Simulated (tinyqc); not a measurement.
Inside a calculation. Model: square on-chip spiral inductor, lumped pi model.

Program tinyqc, `OMP_NUM_THREADS=1 python tinyqc.py 2302051 2302052 out.jsonl`; Intel Xeon 2.30GHz, shared host, one thread, about 0.01 s. Printed values are rounded.

Outer diameter do = di + 2 n wd + 2 (n - 1) sp, mean da = (do + di)/2, fill p = (do - di)/(do + di), length l = 4 n da. L = 2.34 mu0 n^2 da/(1 + 2.75 p), mu0 = 4 pi 1e-7 H/m. Rs = rho l/(wd delta (1 - exp(-th/delta))), delta = sqrt(rho/(pi f mu0)). Cs = n wd^2 eps0 eo/hu across the coil. At each end Cox = l wd eps0 eo/(2 ho) leads to the substrate branch Rsi = 2 rs he/(l wd) in parallel with Csi = l wd eps0 11.7/(2 he). With one end grounded Y = 1/(Rs + i w L) + i w Cs + 1/[1/(i w Cox) + 1/(1/Rsi + i w Csi)], w = 2 pi f; Q = -Im Y/Re Y. Eddy currents in neighbouring turns and in the substrate are left out.

Values chosen for this exercise; values of the order met in silicon radio-frequency processes: number of turns n = 2.5; line width wd = 8 um; space between turns sp = 3 um; inner diameter di = 140 um; metal thickness th = 4 um; metal resistivity rho = 1.9 uohm cm; oxide below the coil ho = 3.5 um; oxide between coil and underpass hu = 0.8 um; relative permittivity of the oxide eo = 4.1; substrate resistivity rs = 20 ohm cm; effective spreading depth in the substrate he = 30 um; frequency f = 0.98 GHz.

Constants: eps0 = 8.8541878128e-12 F/m. Results are converted to the units shown.

## Geometry and model elements

do, l, L, delta, Rs, Cs, Cox, Rsi and Csi as defined.

do = 189 um
l = 1645 um
L = 2.14478 nH
delta = 2.21607 um
Rs = 2.11002 ohm
Cs = 7.26043 fF
Cox = 68.2481 fF
Rsi = 911.854 ohm
Csi = 22.7216 fF

Rs is 2.16 times the direct-current value in this empirical form, which overstates the skin effect of a flat slab when delta is near th and so stands in for some current crowding.

## Admittance, quality factor and apparent inductance

Series branch 1/(Rs + i w L), substrate branch, total Y, Q = -Im Y/Re Y, apparent inductance Im(1/Y)/w, metal-only value w L/Rs, share of the loss in the substrate Re(substrate branch)/Re Y.

series branch = 11.7967-73.8352i mS
substrate branch = 0.127715+0.355006i mS
Y = 11.9244-73.4355i mS
Q = 6.15842
apparent inductance = 2.15469 nH
w L/Rs = 6.25898
share of the loss in the substrate = 1.07104 %

Q is 98.4 % of the metal-only value.
